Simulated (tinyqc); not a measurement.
Thermodynamics of metal silicides: hull, first phase, silicon consumed, nucleation and stability against SiO2. Changing the heat of formation of MSi2. Computed by tinyqc, a small Python program. Command: `OMP_NUM_THREADS=1 python tinyqc.py 3014682 3014683 out.jsonl silphase sweep`. One thread of a shared host (Intel(R) Xeon(R) Processor @ 2.30GHz), about 0.01 s of CPU time with the checks.

Entropies of formation of the solids are neglected, so heats stand for free energies. Si fractions: M5Si3 0.3750, MSi 0.5000, MSi2 0.6667.

Inputs (values chosen for the exercise, of the order of those of titanium silicides for heats and volumes only): heat of formation of MSi = -63.3 kJ/mol atoms; change of interface energy gamma = 0.38 J/m^2; temperature T = 725 K.

Phases: M5Si3, MSi, MSi2.

volumes of the three phases per mole of M (cm^3/mol): 15.1  18.1  26

Constants: e = 1.602176634e-19 C; k_B = 8.617333262e-05 eV/K.

Method. Where free silicon remains, MSi + Si -> MSi2 gains dH = 3 H(MSi2) - 2 H(MSi) per mole of M; per volume dG = |dH|/V(MSi2); r* = 2 gamma/dG, W* = 16 pi gamma^3/(3 dG^2). For comparison the same with MSi forming from the elements, 2 |H(MSi)|/V(MSi).

One run for each value; columns: (1) heat of formation of MSi2 (kJ/mol atoms); (2) dH of the reaction (kJ/mol M); (3) barrier W* (eV); (4) critical radius (nm); (5) W*/(k_B T):
```
(1)      (2)   (3)    (4)    (5)
-50.0  -23.4     7   0.84    113
-49.1  -20.7     9   0.95    145
-48.2  -18.0    12   1.10    192
-47.3  -15.3    17   1.29    265
-46.4  -12.6    24   1.57    391
-45.5   -9.9    40   2.00    634
-44.5   -6.9    81   2.86   1304
-43.6   -4.2   220   4.70   3520
-42.7   -1.5  1724  13.17  27596
```

Over the rows, dH of the reaction (kJ/mol M) rises from -23.4 to -1.50; barrier W* (eV) rises from 7.08 to 1720; critical radius (nm) rises from 0.844 to 13.2. The driving force vanishes at H(MSi2) = (2/3) H(MSi) = -42.2 kJ/mol, where the barrier diverges as 1/dH^2; small changes by alloying therefore shift the formation temperature much.
